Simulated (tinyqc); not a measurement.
Inside a calculation. Model: an infinitely deep well in a field (quantum-confined Stark shift), Airy functions.

Computed by the program tinyqc: `OMP_NUM_THREADS=1 python tinyqc.py 2580117 2580118 out.jsonl`, one thread of a shared Intel Xeon 2.30GHz, about 0.03 s for the whole run. Printed values are rounded.

Hard walls at x = -L/2 and +L/2; between them U(x) = -F x (eV, zero at the centre). C = hbar^2/(2 m0), e = (C F^2/m1)^(1/3), z1 = (F L/2 - E)/e at the left wall and z2 = (-F L/2 - E)/e at the right wall. Levels are the roots of D(E) = Ai(z1) Bi(z2) - Ai(z2) Bi(z1).

Parameters, values chosen for the exercise:
- m1 = 0.038 m0 (mass)
- L = 11.3 nm (well width)
- F = 0.015 V/nm (field)
- n = 2 (level sought)

Constants: q = 1.602176634e-19 C, hbar = 1.054571817e-34 J s, m0 = 9.1093837015e-31 kg, hbar^2/(2 m0) = 0.0380998212 eV nm^2. Results are converted to the units shown.

## Level without field and second-order shift

E_n(0) = C (n pi/L)^2/m1; second-order shift m1 F^2 L^4 (1 - 15/(pi n)^2)/(48 C pi^2 n^2).

E_n(0) = 0.309986 eV
second-order shift = 1.19724 meV
F L/E_1(0) = 2.18719

## Step 1: secant step for the level

first trial energy = 0.31 eV
second trial energy = 0.3061 eV

Secant step from the last two trial energies, E_a the older and E_b the newer: next = E_b - D(E_b) (E_b - E_a)/(D(E_b) - D(E_a)).

D(E_a) = 0.00167294
D(E_b) = 0.00742897
third trial energy = 0.311134 eV

## Step 2: secant step for the level

As before.

D(E_a) = 0.00742897
D(E_b) = 2.03491e-5
fourth trial energy = 0.311147 eV

## Course of the secant iteration

Stop when E changes by less than 1e-10 eV and the root is level n (n - 1 nodes between the walls). E_a and E_b start as the two trial energies.

Course of the iteration:
```
step    E (eV)  change (eV)
1     0.311134      5.03e-3
2     0.311147      1.38e-5
3     0.311147      1.72e-7
4     0.311147     6.06e-12
```

Converged in 4 steps to level 2.

## Stark shift

Exact shift E_n(F) - E_n(0), and the mean position <x> = -dE_n/dF. E_n(0) = C (n pi/L)^2/m1; second-order shift m1 F^2 L^4 (1 - 15/(pi n)^2)/(48 C pi^2 n^2).

E_n = 0.311147 eV
shift = 1.16142 meV
<x> = -0.15019 nm

The second-order estimate is 3.1 % above the exact shift in size.
